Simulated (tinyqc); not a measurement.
# Schottky emission and Poole-Frenkel conduction in an insulator, and how to tell them apart, step by step

Numbers from tinyqc (`OMP_NUM_THREADS=1 python tinyqc.py 2370055 2370056 out.jsonl`; about 0.01 s on one thread of a shared Intel Xeon 2.30GHz). Printed values are rounded.

Schottky emission (electrode-limited): J = As T^2 exp[-(pb - b sqrt(F))/Vt], b = sqrt(q/(4 pi eps0 ei)). Poole-Frenkel emission (bulk-limited): J = s0 F exp[-(pt - 2 b sqrt(F))/Vt]. F in V/cm.

Values chosen for this exercise; dielectric values close to those of aluminium oxide: temperature T = 400 K; high-frequency relative permittivity ei = 3; static relative permittivity es = 8.72; trap depth pt = 1.09 eV; Poole-Frenkel prefactor s0 = 0.11 S/cm; electrode barrier pb = 0.94 eV; Richardson constant As = 16 A/(cm^2 K^2); field F = 1.6 MV/cm.

Constants: q = 1.602176634e-19 C, kB = 1.380649e-23 J/K, Vt = kB T/q, eps0 = 8.8541878128e-14 F/cm where lengths are in cm. Results are converted to the units shown.

## Both currents at one field

Lowerings b sqrt(F) and 2 b sqrt(F); the image-force maximum lies at sqrt(q/(16 pi eps0 ei F)) from the electrode.

Schottky lowering = 277.125 meV
position of the barrier top = 0.866015 nm
Poole-Frenkel lowering = 554.249 meV
J, Schottky = 0.0113862 A/cm^2
J, Poole-Frenkel = 0.0312862 A/cm^2

Injection and bulk transport act in series, so the smaller capacity limits the current: here the electrode, by a factor of 2.75.

## Which mechanism made these data

```
point  F (MV/cm)  J (A/cm^2)
0           0.87    0.001322
1           1.52      0.1048
2           2.18       3.327
3           2.83       59.07
4           3.48       745.8
```

The data come from another sample of the same dielectric, in which one mechanism alone limits the current. Fit straight lines by least squares: ln J on sqrt(F) (Schottky plot, slope b/Vt) and ln(J/F) on sqrt(F) (Poole-Frenkel plot, slope 2 b/Vt), F in V/cm, and read a permittivity from each slope. The right mechanism gives a value near ei, and in any case between ei and es.

slope of the Schottky plot = 0.0141933 (cm/V)^0.5
permittivity read as Schottky = 0.601616
slope of the Poole-Frenkel plot = 0.0127120 (cm/V)^0.5
permittivity read as Poole-Frenkel = 2.99999

Both plots are nearly straight, so straightness decides nothing. Read as Poole-Frenkel the data give 3.00, which matches ei = 3; read as Schottky they give 0.602, below 1 and impossible. The data are Poole-Frenkel.
